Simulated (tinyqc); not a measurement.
Thickness series: competing polymorphs of an oxide film: bulk, surface, grain-boundary, dopant and field terms. Computed by tinyqc, a small Python program. Command: `OMP_NUM_THREADS=1 python tinyqc.py 3005475 3005476 out.jsonl polymorph walk`. One thread of a shared host (Intel(R) Xeon(R) Processor @ 2.30GHz), about 0.01 s of CPU time with the checks.

Phases: monoclinic m (reference), polar orthorhombic o, tetragonal t. Free energies per formula unit (f.u.); 1 J/m^2 x angstrom^3/nm = 6.241509 meV.

Inputs (values chosen for the exercise, for a model oxide):

| quantity | value | unit |
|---|---|---|
| energy of the polar phase o over m | 64.8 | meV/f.u. |
| energy of the tetragonal phase t over m | 142 | meV/f.u. |
| entropy of o over m | 0.0088 | meV/(f.u. K) |
| entropy of t over m | 0.057 | meV/(f.u. K) |
| surface energy of m | 2.91 | J/m^2 |
| surface energy of o | 2.5 | J/m^2 |
| surface energy of t | 2.41 | J/m^2 |
| grain-boundary energy over surface energy | 0.43 | - |
| volume per formula unit Omega | 35.5 | angstrom^3 |
| grain radius R | 20 | nm |
| temperature T | 500 | K |
| dopant content x | 1.9 | % |
| shift of o per % of dopant | -6.5 | meV/f.u. |
| shift of t per % of dopant | -12 | meV/f.u. |
| width sigma of ln R | 0.52 | - |
| interlayer thickness (SiO2) | 1 | nm |

Geometry: columnar grains in a film.

permittivities of m, o, t: 21  30  33

Method:
- Bulk term b = H - T S + (shift) x, zero for m. The undoped bulk turns from m to t at T = H_t/S_t.
- With G = b + gamma Omega A (b the bulk free energy per formula unit, A the area per volume), two phases i, j cross at A_ij = (b_j - b_i)/(Omega (gamma_i - gamma_j)); o has a window only if A_mo < A_ot.
- Area per volume: A = 2/h + f_b/R (two free faces; the side wall 2/R is shared by two grains and carries f_b gamma); G = b + gamma Omega A.
- Grain radii are log-normal by volume with median R and width sigma; the share with A above A* is that with radius below R*, R* = f_b/(A* - 2/h) (all grains if A* <= 2/h), share = (1/2) erfc[-ln(R*/R)/(sqrt 2 sigma)]. Effective permittivity of a layer of thickness h built of such grains, taken in parallel: sum of share x eps; EOT = interlayer + 3.9 h/eps.
- The median radius is held at R.

b (meV/f.u.): m 0.00, o 48.05, t 90.70

A_mo = 0.528922 1/nm

A_ot = 2.13874 1/nm

A_mt = 0.818690 1/nm

Against thickness:

| h (nm) | A at R (1/nm) | share m | share o | share t | eps | EOT (nm) |
|---|---|---|---|---|---|---|
| 3 | 0.68817 | 0.00000 | 1.0000 | 0 | 30.000 | 1.3900 |
| 4 | 0.52150 | 0.71576 | 0.2842 | 0 | 23.558 | 1.6622 |
| 6 | 0.35483 | 0.99999 | 0.0000 | 0 | 21.000 | 2.1143 |
| 8 | 0.27150 | 1.00000 | 0.0000 | 0 | 21.000 | 2.4857 |
| 11 | 0.20332 | 1.00000 | 0.0000 | 0 | 21.000 | 3.0429 |
| 15 | 0.15483 | 1.00000 | 0.0000 | 0 | 21.000 | 3.7857 |
| 22 | 0.11241 | 1.00000 | 0.0000 | 0 | 21.000 | 5.0857 |
| 35 | 0.07864 | 1.00000 | 0.0000 | 0 | 21.000 | 7.5000 |

What does the comparison show, and why?

From 3 to 35 nm the share of t stays at 0.00 and that of m from 0.00 to 1.00; the largest share of o is 1.00. A at the median radius runs from 0.688 down to 0.079 1/nm, against the crossings A_mo = 0.529, A_ot = 2.139 and A_mt = 0.819; the majority phase is o in the thinnest film and m in the thickest.

Extremes, crossings and ranges named in words are read from the listed rows.
